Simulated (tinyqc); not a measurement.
Telling the models apart: thermal, flicker and telegraph noise of a field-effect transistor. Computed by tinyqc, a small Python program. Command: `OMP_NUM_THREADS=1 python tinyqc.py 3009626 3009627 out.jsonl noise walk`. One thread of a shared host (Intel(R) Xeon(R) Processor @ 2.30GHz), about 0.01 s of CPU time with the checks.

Strong inversion, threshold roll-off and channel-length modulation left out; noise sources are uncorrelated and are given as one-sided spectral densities. The drain voltage is 50 mV.

Inputs (values chosen for the exercise, modelled on a silicon n-channel):
```
quantity                        value         unit
width W                           4.9   micrometre
length L                          520           nm
electrical oxide thickness t      4.9           nm
mobility mu                       330   cm^2/(V s)
oxide trap density N_t        3.2e+18  1/(eV cm^3)
oxide barrier phi                   3           eV
oxide mass m_ox                  0.22          m_0
frequency f                     20000           Hz
temperature T                     300            K
```

Operating region: linear. Flicker model: number fluctuation.

Constants: eps_0 = 8.8541878128e-12 F/m; hbar = 1.054571817e-34 J s; m_0 = 9.1093837015e-31 kg; e = 1.602176634e-19 C; k_B = 8.617333262e-05 eV/K.

Method. C_ox = 3.9 eps_0/t; I = mu C_ox (W/L) V_ov V_D; g_m = I/V_ov; g_d0 = I/V_D. Tunnelling length lambda = hbar/(2 sqrt(2 m_ox phi)); flat-band noise S_Vfb = e^2 k_B T lambda N_t/(W L C_ox^2 f). S_I = g_m^2 S_Vfb.

Against the overdrive:
```
V_ov (V)  I (microampere)  (g_m/I)^2 (1/V^2)  S_I/I^2 (1/Hz)  S_I/g_m^2 (V^2/Hz)
0.20                21.91             25.000      2.5200e-12          1.0080e-13
0.25                27.39             16.000      1.6128e-12          1.0080e-13
0.32                35.06              9.766      9.8437e-13          1.0080e-13
0.40                43.83              6.250      6.3000e-13          1.0080e-13
0.50                54.79              4.000      4.0320e-13          1.0080e-13
0.63                69.03              2.520      2.5397e-13          1.0080e-13
0.80                87.66              1.562      1.5750e-13          1.0080e-13
1.00               109.57              1.000      1.0080e-13          1.0080e-13
```

What follows from these numbers?

S_I/I^2 falls as V_ov^-2.00 at first and V_ov^-2.00 at the end; (g_m/I)^2 as V_ov^-2.00 and V_ov^-2.00. The two run parallel and the input-referred noise is flat: the mark of pure number fluctuation.
